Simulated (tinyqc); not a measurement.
# p-n heterojunction, non-linear Poisson equation by Newton steps, Boltzmann statistics: two studies

One dimension, material 1 (p-type) at x < 0 and material 2 (n-type) at x > 0. Band edges: Ec = -psi in material 1 and -psi + dEc in material 2, Ev = Ec - Eg. Flat quasi-Fermi levels: 0 for holes, +V for electrons. n = Nc F((EFn - Ec)/Vt), p = Nv F((Ev - EFp)/Vt), with F(eta) = exp(eta) (Boltzmann statistics); full ionisation, no interface charge, classical densities; the doping types are chosen for the exercise.

Values chosen for this exercise; band and dielectric values close to those of InGaP and GaAs:
```
symbol,value,unit,meaning
T,350,K,temperature
Eg1,1.91,eV,band gap of material 1
er1,12,,relative permittivity of material 1
Nc1,1.11e18,cm^-3,conduction-band density of states of material 1
Nv1,1.89e19,cm^-3,valence-band density of states of material 1
Eg2,1.42,eV,band gap of material 2
er2,12.7,,relative permittivity of material 2
Nc2,5.58e17,cm^-3,conduction-band density of states of material 2
Nv2,1.15e19,cm^-3,valence-band density of states of material 2
dEc,-0.13,eV,conduction-band offset Ec2 - Ec1
N1,3.1e16,cm^-3,acceptor density of material 1
N2,7.9e15,cm^-3,donor density of material 2
V,0,V,bias of side 1 against side 2
```

Constants: q = 1.602176634e-19 C, kB = 1.380649e-23 J/K, Vt = kB T/q, eps0 = 8.8541878128e-14 F/cm where lengths are in cm. Results are converted to the units shown.

Each table varies one quantity; the others keep the values above.

## Effect of the donor density of material 2

Exact first integral: on each side D^2/(2 eps0 er) = G, G = q [Vt (nI_j - nI_b) + Vt (pI_j - pI_b) - C (psi_j - psi_b)], with C = -N1 or +N2, b the neutral end of that side, and nI, pI the densities themselves. D is continuous, so er1 G1(psi_j) = er2 G2(psi_j) fixes psi_j. Ends from Nv1 F((-psi_L - Eg1)/Vt) = N1 and Nc2 F((V + psi_R - dEc)/Vt) = N2. D is counted positive when psi rises towards material 2. Depletion (Anderson) capacitance C^2 = q eps0 er1 er2 N1 N2/(2 (er1 N1 + er2 N2)(psi_R - psi_L)). -dD/dV is the change of the displacement at the interface with both quasi-Fermi levels flat; it is the terminal capacitance only while neither side holds an inversion layer. n_j and p_j are densities at the interface.

Result of one run:

| N2 (cm^-3) | psi_R - psi_L (V) | psi_j - psi_L (V) | psi_R - psi_j (V) | D/q (cm^-2) | n_j in 1 (cm^-3) | p_j in 2 (cm^-3) | -dD/dV (nF/cm^2) | depletion C (nF/cm^2) |
|---|---|---|---|---|---|---|---|---|
| 9.9e15 | 1.465 | 0.3903 | 1.075 | 3.848e11 | 0.08866 | 6.907e15 | 18.38 | 21.33 |

What becomes of these results when the donor density of material 2 N2 is changed from 9.9e15 to 4.4e15 cm^-3, all else the same?

Result of the changed run:

| N2 (cm^-3) | psi_R - psi_L (V) | psi_j - psi_L (V) | psi_R - psi_j (V) | D/q (cm^-2) | n_j in 1 (cm^-3) | p_j in 2 (cm^-3) | -dD/dV (nF/cm^2) | depletion C (nF/cm^2) |
|---|---|---|---|---|---|---|---|---|
| 4.4e15 | 1.441 | 0.3073 | 1.133 | 3.376e11 | 0.005658 | 1.082e17 | 3.025 | 15.47 |

The whole series:

| N2 (cm^-3) | psi_R - psi_L (V) | psi_j - psi_L (V) | psi_R - psi_j (V) | D/q (cm^-2) | n_j in 1 (cm^-3) | p_j in 2 (cm^-3) | -dD/dV (nF/cm^2) | depletion C (nF/cm^2) |
|---|---|---|---|---|---|---|---|---|
| 4e14 | 1.368 | 0.2842 | 1.084 | 3.232e11 | 0.002631 | 2.328e17 | 0.1553 | 5.097 |
| 8.8e14 | 1.392 | 0.2863 | 1.106 | 3.245e11 | 0.002817 | 2.174e17 | 0.3608 | 7.436 |
| 2e15 | 1.417 | 0.2917 | 1.125 | 3.279e11 | 0.003375 | 1.814e17 | 0.9443 | 10.91 |
| 4.4e15 | 1.441 | 0.3073 | 1.133 | 3.376e11 | 0.005658 | 1.082e17 | 3.025 | 15.47 |
| 9.9e15 | 1.465 | 0.3903 | 1.075 | 3.848e11 | 0.08866 | 6.907e15 | 18.38 | 21.33 |
| 2.2e16 | 1.489 | 0.6430 | 0.8461 | 5.020e11 | 385.6 | 1.588e12 | 28.14 | 27.57 |
| 5e16 | 1.514 | 0.9467 | 0.5671 | 6.139e11 | 9.116e6 | 6.718e7 | 33.83 | 33.15 |
| 1.1e17 | 1.538 | 1.197 | 0.3408 | 6.926e11 | 3.636e10 | 1.684e4 | 37.56 | 36.81 |

As N2 goes from 4e14 to 1.1e17, the total bending rises from 1.37 to 1.54 V and the sheet charge D/q rises from 3.23e11 to 6.93e11 cm^-2; the share of the bending in material 1 goes from 20.8 through a minimum of 20.6 (at N2 = 8.8e14 among the rows listed) to 77.8 %. The capacitance departs most from the depletion formula at N2 = 4e14, where it is 97 % below it, and there the holes at the interface in material 2 outnumber its donors: an inversion layer has formed, which screens D from the bias.

## Effect of the bias of side 1 against side 2

Same model as above.

Effect of the bias of side 1 against side 2:

| V (V) | psi_R - psi_L (V) | psi_j - psi_L (V) | psi_R - psi_j (V) | D/q (cm^-2) | n_j in 1 (cm^-3) | p_j in 2 (cm^-3) | -dD/dV (nF/cm^2) | depletion C (nF/cm^2) |
|---|---|---|---|---|---|---|---|---|
| 0.4 | 1.058 | 0.3135 | 0.7446 | 3.413e11 | 3999 | 8.806e16 | 6.086 | 23.01 |
| -0.09 | 1.548 | 0.3610 | 1.187 | 3.688e11 | 0.001698 | 1.825e16 | 12.73 | 19.03 |
| -0.57 | 2.028 | 0.4490 | 1.579 | 4.150e11 | 3.844e-9 | 9.876e14 | 16.42 | 16.62 |
| -1.06 | 2.518 | 0.5523 | 1.966 | 4.633e11 | 1.039e-14 | 3.214e13 | 15.09 | 14.92 |
| -1.54 | 2.998 | 0.6542 | 2.344 | 5.065e11 | 3.739e-20 | 1.095e12 | 13.81 | 13.67 |
| -2.03 | 3.488 | 0.7583 | 2.730 | 5.472e11 | 1.037e-25 | 3.471e10 | 12.79 | 12.68 |
| -2.51 | 3.968 | 0.8602 | 3.108 | 5.842e11 | 3.735e-31 | 1.181e9 | 11.98 | 11.88 |
| -3 | 4.458 | 0.9643 | 3.494 | 6.198e11 | 1.036e-36 | 3.746e7 | 11.29 | 11.21 |

As V goes from 0.4 to -3, the total bending rises from 1.06 to 4.46 V and the sheet charge D/q rises from 3.41e11 to 6.20e11 cm^-2; the share of the bending in material 1 falls from 29.6 to 21.6 %. The capacitance departs most from the depletion formula at V = 0.4, where it is 74 % below it, and there the holes at the interface in material 2 outnumber its donors: an inversion layer has formed, which screens D from the bias.

Program tinyqc, `OMP_NUM_THREADS=1 python tinyqc.py 2040093 2040094 out.jsonl`; Intel Xeon 2.30GHz, shared host, one thread, about 0.03 s.
